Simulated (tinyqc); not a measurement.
Inside a calculation. Method: Pariser-Parr-Pople SCF with singles CI, for the molecule C1=CC2=CC=CC2=C1 (SMILES; centres numbered as the heavy atoms are written). One step of it, computed by the program tinyqc.

Question. Singles CI, singlets. Over the 9 single excitations with the smallest orbital gaps: A = (e_a - e_i) delta + 2 (ia|jb) - (ij|ab), with (pq|rs) = sum c_mp c_mq gamma_mn c_nr c_ns. f = 2/3 w |mu|^2 in atomic units, mu = sqrt2 sum c_ia sum_m c_mi c_ma R_m.

orbital energies (eV): -13.532352  -11.235976  -9.900463  -8.522158  -3.898337  0.206244  1.282690  1.916846

coefficients:
```
         MO1        MO2        MO3        MO4        MO5        MO6        MO7        MO8
1C  0.283629   0.497021   0.000000   0.491102   0.000000   0.502961   0.422343   0.000000
2C  0.331799   0.355647   0.413562   0.114584   0.500000  -0.351447  -0.356062  -0.281010
3C  0.446513   0.000000   0.397408  -0.482244   0.000000   0.000000   0.260895   0.584865
4C  0.331799  -0.355647   0.413562   0.114584  -0.500000   0.351447  -0.356062  -0.281010
5C  0.283629  -0.497021   0.000000   0.491102   0.000000  -0.502961   0.422343   0.000000
6C  0.331799  -0.355647  -0.413562   0.114584   0.500000   0.351447  -0.356062   0.281010
7C  0.446513   0.000000  -0.397408  -0.482244   0.000000   0.000000   0.260895  -0.584865
8C  0.331799   0.355647  -0.413562   0.114584  -0.500000  -0.351447  -0.356062   0.281010
```

repulsion gamma_rs (eV), lower triangle:
```
           1C         2C         3C         4C         5C         6C         7C         8C
1C  11.130000
2C   5.344818  11.130000
3C   4.046371   5.346212  11.130000
4C   2.904140   3.640164   5.346212  11.130000
5C   2.570553   2.904140   4.046371   5.344818  11.130000
6C   2.904140   3.006425   4.045936   4.045107   5.344818  11.130000
7C   4.046371   4.045936   5.345539   4.045936   4.046371   5.346212  11.130000
8C   5.344818   4.045107   4.045936   3.006425   2.904140   3.640164   5.346212  11.130000
```

Centres (angstrom, eV; a flat drawing with bonds scaled to 1.40 angstrom):
```
centre          x          y  core charge z          W   gamma_rr
1C       2.154000   0.000000              1  11.160000  11.130000
2C       1.331000   1.133000              1  11.160000  11.130000
3C       0.000000   0.700000              1  11.160000  11.130000
4C      -1.331000   1.133000              1  11.160000  11.130000
5C      -2.154000   0.000000              1  11.160000  11.130000
6C      -1.331000  -1.133000              1  11.160000  11.130000
7C       0.000000  -0.700000              1  11.160000  11.130000
8C       1.331000  -1.133000              1  11.160000  11.130000
```

Give: singlet CI matrix; singlet excitation energies; oscillator strengths.

Answer.

singlet CI matrix (eV), lower triangle:
```
        4>5    3>5     2>5    4>6     1>5    4>7    3>6    4>8
4>5   0.333
3>5   0.000  3.704
2>5   0.000  0.000   4.492
4>6   0.000  0.511   0.000  5.602
1>5   0.534  0.000   0.000  0.000   6.116
4>7   0.000  0.000   0.000  0.000   0.000  6.451
3>6  -0.348  0.000   0.000  0.000  -0.338  0.000  6.546
4>8   0.000  0.000  -0.345  0.000   0.000  0.000  0.000  6.998
3>7   0.000  0.000  -0.749  0.000   0.000  0.000  0.000  0.268

       3>7
3>7  7.554
```

singlet excitation energies (eV): 0.268  3.575  4.290  5.731  5.946  6.451  6.781  6.891  7.864

oscillator strengths: 0.000  0.462  0.284  1.198  0.000  0.000  0.000  0.114  1.021
